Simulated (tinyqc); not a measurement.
Lateral field, substrate current, probability of reaching the oxide barrier and hot-carrier lifetime of a silicon transistor (pseudo-two-dimensional and lucky-electron models): one step, computed by the program tinyqc. Command: `OMP_NUM_THREADS=1 python tinyqc.py 3025713 3025714 out.jsonl hotcar walk`. One thread of a shared host (Intel(R) Xeon(R) Processor @ 2.30GHz), about 0.01 s of CPU time with the checks.

Local-field models: a lucky carrier gains its energy at the peak field over a path free of collisions. Voltages are magnitudes.

Question. Hot-carrier currents and lifetime. C_ox = 3.9 eps_0/t; F_sat = 2 v_s/mu; V_Dsat = V_ov F_sat L/(V_ov + F_sat L), V_ov = V_G - V_T; I_D/W = C_ox v_s (V_ov - V_Dsat). Scale length l = 0.22 t^(1/3) x_j^(1/2) (all in cm); F_m = sqrt(((V_D - V_Dsat)/l_e)^2 + F_sat^2), with l_e = l; length of the velocity-saturated region l_e ln((V_D - V_Dsat)/(l_e F_sat) + F_m/F_sat). Substrate current I_sub/I_D = (A_i/B_i)(V_D - V_Dsat) exp(-B_i/F_m); probability of reaching the oxide barrier exp(-phi_b/(e lambda F_m)); lifetime tau = (H/(I_D/W)) exp(phi_it/(e lambda F_m)).

Inputs (values chosen for the exercise, modelled on a silicon n-channel): channel length L = 1400 nm; oxide thickness t = 34 nm; junction depth x_j = 220 nm; mobility mu = 310 cm^2/(V s); saturation velocity v_s = 0.86 1e7 cm/s; threshold voltage V_T = 0.57 V; gate voltage V_G = 4.1 V; drain voltage V_D = 7.3 V; ionisation prefactor A_i = 1.8e+06 1/cm; ionisation field B_i = 1.77 MV/cm; hot-carrier mean free path lambda = 8.1 nm; oxide barrier phi_b = 3.1 eV; interface-trap threshold phi_it = 3.6 eV; lifetime constant H = 10 s microampere/micrometre.

Drain: abrupt.

Constants: eps_0 = 8.8541878128e-12 F/m.

Give: I_sub/I_D; substrate current I_sub/W; probability of reaching phi_b; lifetime tau; exponent m = phi_it/(e lambda B_i).

Answer.

I_sub/I_D = 0.01926

substrate current I_sub/W = 1.856 microampere/micrometre

probability of reaching phi_b = 6.140e-06

lifetime tau = 1.171e+05 s

exponent m = phi_it/(e lambda B_i) = 2.511

Since both exponentials depend on 1/F_m, tau I_D scales about as (I_sub/I_D)^(-m) with m = 2.51, which lets I_sub serve as the monitor. The lifetime is 3.71e-4 times ten years (3.156e8 s).
